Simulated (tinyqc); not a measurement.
## p-type polysilicon, carrier trapping at grain boundaries: effect of the temperature

One-dimensional grains of size Lg, uniform ionised doping N, monovalent traps Qt at each boundary at a depth Et below (for electrons) or above (for holes) the band edge there, abrupt depletion of width W on each side of a boundary, Boltzmann statistics. xi is the distance from the band edge at the grain centre to the Fermi level. Trapped charge Qt/(1 + exp((xi + VB - Et)/Vt)) = 2 N W, barrier VB = q N W^2/(2 eps0 eps_r).

NB is given at 400 K and scales as (T/400 K)^1.5. If the trap equation with xi = Vt ln(NB/N) has a root W < Lg/2, the grain is partly depleted; otherwise W = Lg/2 and the trap equation gives xi = Et - VB + Vt ln(Qt/(N Lg) - 1). N* = Qt/Lg. n0 = NB exp(-xi/Vt); mean density n0 (1 - 2 W/Lg) by charge balance in a partly depleted grain, and n0 (sqrt(pi)/2) erf(u)/u with u = sqrt(VB/Vt) in a fully depleted one; v = sqrt(kB T/(2 pi ms m0)); barrier resistivity Vt exp(VB/Vt)/(q fe n0 v Lg); grain resistivity (1 - 2 W/Lg)/(q n0 mug); effective mobility 1/(q mean density total resistivity). Rows with xi above 0.45 V, towards mid-gap, are left out, since the other carrier type is ignored.

Parameters, values chosen for the exercise; values of the order met in polycrystalline silicon: relative permittivity eps_r = 11.7; valence-band density of states at the reference temperature NB = 4.08e19 cm^-3; grain size Lg = 59 nm; trap density of a grain boundary Qt = 1.7e12 cm^-2; depth of the trap level from the majority band edge at the boundary Et = 0.44 eV; mass for thermionic emission ms = 0.58 m0; correction factor of the emission rate fe = 0.12; mobility inside the grains mug = 72 cm^2/(V s); doping N = 6.1e17 cm^-3.

Constants: q = 1.602176634e-19 C, kB = 1.380649e-23 J/K, m0 = 9.1093837015e-31 kg, Vt = kB T/q, eps0 = 8.8541878128e-14 F/cm where lengths are in cm. Results are converted to the units shown.

The same in every row: N/N* = 2.1171.

Result of one run:
```
T (K)  depleted share 2 W/Lg    VB (V)    xi (V)  mean density (cm^-3)  resistivity (ohm cm)  effective mobility (cm^2/(V s))
240                  0.47235  0.091591  0.071077             3.2186e17                8.0043                           2.4227
```

What becomes of these results when the temperature T is changed from 240 to 280 K, all else the same?

Result of the changed run:
```
T (K)  depleted share 2 W/Lg    VB (V)    xi (V)  mean density (cm^-3)  resistivity (ohm cm)  effective mobility (cm^2/(V s))
280                  0.47234  0.091587  0.088503             3.2187e17                4.6237                           4.1939
```

The whole series:
```
T (K)  depleted share 2 W/Lg    VB (V)    xi (V)  mean density (cm^-3)  resistivity (ohm cm)  effective mobility (cm^2/(V s))
200                  0.47235  0.091591  0.054518             3.2186e17                17.627                           1.1001
240                  0.47235  0.091591  0.071077             3.2186e17                8.0043                           2.4227
280                  0.47234  0.091587  0.088503             3.2187e17                4.6237                           4.1939
320                  0.47228  0.091563   0.10667             3.2191e17                3.0979                           6.2587
360                  0.47200  0.091453   0.12548             3.2208e17                2.2843                           8.4834
400                  0.47109  0.091101   0.14487             3.2264e17                1.7917                           10.797
440                  0.46879  0.090214   0.16478             3.2404e17                1.4586                           13.206
```

As T goes from 200 to 440, VB falls from 0.0916 to 0.0902 V, the resistivity falls from 17.6 to 1.46 ohm cm and the effective mobility rises from 1.10 to 13.2 cm^2/(V s). The activation energy kB ln(rho1/rho2)/(1/T1 - 1/T2) is 0.0816 eV between the first two rows and 0.0780 eV between the last two; mug is held fixed.

Computed by the program tinyqc: `OMP_NUM_THREADS=1 python tinyqc.py 2830113 2830114 out.jsonl`, one thread of a shared Intel Xeon 2.30GHz, about 0.01 s for the whole run.
